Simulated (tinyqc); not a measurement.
Changing the effective mass m: effective-mass impurity with a central-cell term, in a basis of Slater functions. Computed by tinyqc, a small Python program. Command: `OMP_NUM_THREADS=1 python tinyqc.py 3006905 3006906 out.jsonl centralcell sweep`. One thread of a shared host (Intel(R) Xeon(R) Processor @ 2.30GHz), about 0.02 s of CPU time with the checks.

The envelope obeys H = -nabla^2 - (2/r) [Z + A exp(-kappa r)] in effective units, with kappa = a*/lambda; positive A deepens the well near the core.

Inputs (values chosen for the exercise, with screening close to that of GaP): dielectric constant eps = 11.4; charge Z of the core = 1; central-cell strength A = 1; central-cell range lambda = 1.9 angstrom.

Impurity: acceptor, one isotropic band.

Constants: Ry = 13.605693123 eV; a_0 = 0.529177210903 angstrom.

Method:
- Units: Ry* = Ry m/eps^2 and a* = a_0 eps/m, with m in m_0.
- kappa = a*/lambda; the hydrogenic ground state is bound by Z^2 Ry*.
- For s functions exp(-zeta r), with s = zeta_i + zeta_j: S = 2/s^3, T = zeta_i zeta_j S, V = -2 Z/s^2, W = -2 A/(s + kappa)^2; each function is normalised by dividing by sqrt(S_ii S_jj).
- Large basis: zeta_i = 0.06 x 1.6^(i-1), i = 1..22, same formulas; for p functions r exp(-zeta r): S = 24/s^5, T = zeta_i zeta_j S (centrifugal term included), V = -12 Z/s^4, W = -12 A/(s + kappa)^4; overlap eigenvalues below 1e-11 are dropped.
- Binding energies are -E Ry*; the effective quantum number is nu = Z/sqrt(-E); |psi(0)|^2 is given relative to the hydrogenic Z^3/(pi a*^3).

One run for each value; columns: (1) effective mass m (m_0); (2) 1s binding energy (meV); (3) hydrogenic binding energy (meV); (4) 2p binding energy (meV); (5) relative |psi(0)|^2; (6) a* (angstrom):
```
(1)      (2)     (3)     (4)     (5)     (6)
0.12   12.69   12.56   3.141  1.2025  50.272
0.16   17.05   16.75   4.188  1.2883  37.704
0.22   23.79   23.03   5.758  1.4321  27.421
0.30   33.27   31.41   7.853  1.6503  20.109
0.40   46.09   41.88  10.472  1.9601  15.082
0.54   66.29   56.53  14.146  2.4446  11.172
0.72   96.71   75.38  18.890  3.1057   8.379
0.97  147.68  101.55  25.550  3.9828   6.219
```

What does the table show, and why?

Over the rows, 1s binding energy (meV) rises from 12.7 to 148 (exponent d ln y / d ln x 1.0 between the first rows and 1.4 between the last); hydrogenic binding energy (meV) rises from 12.6 to 102 (exponent d ln y / d ln x about 1.0 throughout); 2p binding energy (meV) rises from 3.14 to 25.6 (exponent d ln y / d ln x about 1.0 throughout). At the low end the exponent of 1s binding energy is 1.03, close to 1: the central cell is a small correction. The exponent of 2p binding energy stays between 1.00 and 1.01, near 1: a hydrogenic level scales as m/eps^2. The exponent of a* stays at -1: a* = a_0 eps/m. The ratio of 1s to its hydrogenic value goes from 1.010 to 1.454: a heavier carrier has a smaller orbit and feels the core more.

Caution (rows 0.970): the effective Bohr radius is only a few bond lengths, so the envelope approximation is rough.

Extremes, crossings and ranges named in words are read from the listed rows.
